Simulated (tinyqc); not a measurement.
Electromigration in a confined line: Blech product, Korhonen stress evolution and Black's law: one step, computed by the program tinyqc. Command: `OMP_NUM_THREADS=1 python tinyqc.py 3002883 3002884 out.jsonl emigr walk`. One thread of a shared host (Intel(R) Xeon(R) Processor @ 2.30GHz), about 0.02 s of CPU time with the checks.

The electron wind pushes atoms from the cathode (x = 0) to the anode (x = L); blocking ends build a back stress (tension positive). The input rho is taken not to change with temperature. d sigma/dt = d/dx [kappa (d sigma/dx + G)], with zero flux at both ends and sigma = sigma_0 at t = 0.

Task: Steady state and Blech product. At steady state sigma(x) = sigma_0 + G (L/2 - x). A void forms only if the cathode stress reaches sigma_c, that is if j L exceeds (j L)_c = 2 Omega (sigma_c - sigma_0)/(Z* e rho). Time scale tau = L^2/kappa.

Inputs (values chosen for the exercise, close to those used for copper lines): resistivity rho = 3.67 micro-ohm cm; atomic volume Omega = 11.8 angstrom^3; effective charge number Z* = 1.1; critical stress sigma_c = 74 MPa; initial stress sigma_0 = 32 MPa; current density j = 3 MA/cm^2; line length L = 15 um; test temperature T = 300 C.

Start: thermal stress.

stress gradient G = 16.44403 MPa/um

kappa = 1.251954e-14 m^2/s

Constants: e = 1.602176634e-19 C.

Give: steady cathode stress; j L; critical product (j L)_c; tau.

Result:

steady cathode stress = 155.3 MPa

j L = 4500 A/cm

critical product (j L)_c = 1532 A/cm

tau = 4.992 h

j L is 2.94 times the critical product: the line can fail. Caution: a steady stress above sigma_c is formal, since a void forms first.
